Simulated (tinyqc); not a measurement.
What each parameter does: eight-band Kane k.p model.

Eight-band Kane model, basis S, X, Y, Z times spin, zero of energy at the top of the unstrained valence band, c = hbar^2/2m0. Within each spin: H_SS = Eg + A c k^2, H_SX = i P kx (likewise Y, Z), H_XX = -Dso/3 + L kx^2 + M (ky^2 + kz^2), H_XY = N kx ky, and cyclic. Spin-orbit term (Dso/3) L.sigma on X, Y, Z with (L_k)_ij = -i epsilon_kij: <X+|H|Y+> = -i Dso/3, <X+|H|Z-> = Dso/3, <Y+|H|Z-> = -i Dso/3, <Z+|H|X-> = -Dso/3, <Z+|H|Y-> = i Dso/3, <X-|H|Y-> = i Dso/3, and their conjugates; + and - are the spin along z. Terms from inversion asymmetry are left out, so every level is twofold.

P = sqrt(Ep c); A = 1/me - Ep (Eg + 2 Dso/3)/(Eg (Eg + Dso)) keeps the electron mass; g1' = g1 - Ep/(3 Eg), g2' = g2 - Ep/(6 Eg), g3' = g3 - Ep/(6 Eg) remove the coupling to S that the Luttinger values already hold; L = -c (g1' + 4 g2'), M = -c (g1' - 2 g2'), N = -6 c g3'.

Constants: hbar^2/2m0 = 3.80998211 eV angstrom^2.

Parameters, chosen for this exercise (near those of CdTe; not measured data): Eg = 1.601 eV (gap at Gamma to the s-like level); Dso = 0.906 eV (spin-orbit splitting); Ep = 19 eV (Kane energy); me = 0.0963 m0 (electron mass at Gamma); g1 = 5.3 (Luttinger gamma1); g2 = 1.7 (gamma2); g3 = 2 (gamma3); kmax = 0.05 1/angstrom (end of the path).

Unstrained; levels at |k| = kmax along [001], all derived values formed anew.

Results for these values:

| case | conduction (eV) | heavy hole (eV) | light hole (eV) | split-off (eV) |
|---|---|---|---|---|
| base | 1.6947 | -0.0181 | -0.0773 | -0.9433 |

What happens to each result for Eg = 1.7611 eV, all else kept?

Answer: conduction rises from 1.6947 to 1.8552; heavy hole does not change at the printed digits; light hole falls from -0.0773 to -0.0775; split-off falls from -0.9433 to -0.9454.

The same for each parameter in turn:

| case | conduction (eV) | heavy hole (eV) | light hole (eV) | split-off (eV) |
|---|---|---|---|---|
| base | 1.6947 | -0.0181 | -0.0773 | -0.9433 |
| Eg = 1.7611 eV | 1.8552 | -0.0181 | -0.0775 | -0.9454 |
| Dso = 0.8154 eV | 1.6947 | -0.0181 | -0.0771 | -0.8537 |
| Ep = 17.1 eV | 1.6948 | -0.0181 | -0.0772 | -0.9447 |
| me = 0.0867 m0 | 1.7052 | -0.0181 | -0.0769 | -0.9432 |
| g1 = 5.83 | 1.6945 | -0.0231 | -0.0821 | -0.9483 |
| g2 = 1.53 | 1.6950 | -0.0213 | -0.0746 | -0.9430 |
| g3 = 1.8 | 1.6947 | -0.0181 | -0.0773 | -0.9433 |

(tinyqc, `OMP_NUM_THREADS=1 python tinyqc.py 1080008 1080009 out.jsonl`, Intel(R) Xeon(R) Processor @ 2.30GHz, 1 thread, shared host, about 0.01 s.)
